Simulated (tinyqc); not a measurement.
## Ellipsometry and reflectance of a transparent film on an absorbing substrate: effect of the index of the transparent film

Air (index 1), film, substrate with N2 = n2 - i k2; time factor exp(+i w t). q_j = sqrt(N_j^2 - sin^2 th), root with positive real part. Fresnel coefficients r_s = (q_a - q_b)/(q_a + q_b), r_p = (N_b^2 q_a - N_a^2 q_b)/(N_b^2 q_a + N_a^2 q_b). tan(Psi) exp(i Delta) = R_p/R_s, Delta taken from 0 to 360 degrees.

beta = 2 pi d q1/lam, X = exp(-2 i beta), R = (r01 + r12 X)/(1 + r01 r12 X) for p and s. dDelta/dd is the derivative of Delta; period lam/(2 q1).

Inputs (values chosen for the exercise); indices close to those of photoresist on silicon: wavelength lam = 405 nm; angle of incidence th = 70 degrees; film thickness d = 1.7 nm; index of the substrate n2 = 5.42; extinction coefficient of the substrate k2 = 0.329.

Effect of the index of the transparent film:

| n1 | Psi (degrees) | Delta (degrees) | \|R_p\|^2 | \|R_s\|^2 | dDelta/dd (degrees/nm) | period (nm) |
|---|---|---|---|---|---|---|
| 1.25 | 19.37 | 171.8 | 0.09570 | 0.7743 | -2.153 | 245.7 |
| 1.45 | 19.40 | 170.3 | 0.09603 | 0.7742 | -3.067 | 183.4 |
| 1.65 | 19.42 | 169.3 | 0.09616 | 0.7740 | -3.615 | 149.3 |
| 1.85 | 19.42 | 168.8 | 0.09614 | 0.7738 | -3.942 | 127.1 |
| 2.05 | 19.41 | 168.5 | 0.09601 | 0.7736 | -4.125 | 111.1 |
| 2.25 | 19.39 | 168.3 | 0.09580 | 0.7735 | -4.207 | 99.05 |
| 2.45 | 19.37 | 168.3 | 0.09552 | 0.7732 | -4.214 | 89.50 |
| 2.65 | 19.34 | 168.4 | 0.09519 | 0.7730 | -4.162 | 81.73 |

Psi stays near 19.4 degrees and |R_p|^2 goes from 0.0957 through a maximum of 0.0962 (at n1 = 1.65 among the rows listed) to 0.0952. The slope of Delta is largest in size, 4.21 degrees/nm, at n1 = 2.45 among the rows.

Program tinyqc, `OMP_NUM_THREADS=1 python tinyqc.py 2870160 2870161 out.jsonl`; Intel Xeon 2.30GHz, shared host, one thread, about 0.01 s.
